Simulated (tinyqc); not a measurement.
Time-dependent dielectric breakdown: cell percolation, Weibull statistics, area scaling and voltage extrapolation: one step, computed by the program tinyqc.

The oxide is divided into columns of area a^2, each holding m = t_ox/a cells (m is taken as continuous). A share lambda(t) = (t/t_1)^alpha of the cells is defective, and a column whose cells are all defective breaks down.

Problem. Projection to use conditions. All three voltage laws share the slope n at the stress voltage. Factor t(V_u)/t(V): E law exp(n (1 - V_u/V)); 1/E law exp(n (V/V_u - 1)); power law (V/V_u)^n. Temperatures in kelvin are T(C) + 273.15. Temperature factor exp[(E_a/k_B)(1/T_u - 1/T)]; area factor (A/A_u)^(1/beta); percentile factor (-ln(1 - F))^(1/beta); life = t63 x all four; 1 year = 3.15576e7 s.

Inputs (values chosen for the exercise, for a model gate oxide):
```
quantity                                                  value  unit
test area A                                                 100  um^2
product area A_u                                         200000  um^2
stress voltage V                                           5.58     V
use voltage V_u                                             2.6     V
local exponent n = -d ln t/d ln V at the stress voltage      36     -
activation energy E_a                                      0.83    eV
stress temperature T                                        140     C
use temperature T_u                                          85     C
allowed failure fraction F                                1e-05     -
```

Voltage law used: E.

Weibull slope beta = 2.649231

characteristic life t63 = 40.77026 s

Constants: k_B = 8.617333262e-05 eV/K.

Give: voltage factor; temperature factor; area factor; percentile factor; projected life.

Solution.

voltage factor = 2.237e+08

temperature factor = 35.88

area factor = 0.05675

percentile factor = 0.01296

projected life = 7.627 years

Area and percentile together cost 3.1 decades, voltage and temperature return 9.9; a ten-year target is missed. Caution: t_1 is an input here; in a real oxide it changes with thickness at fixed voltage.
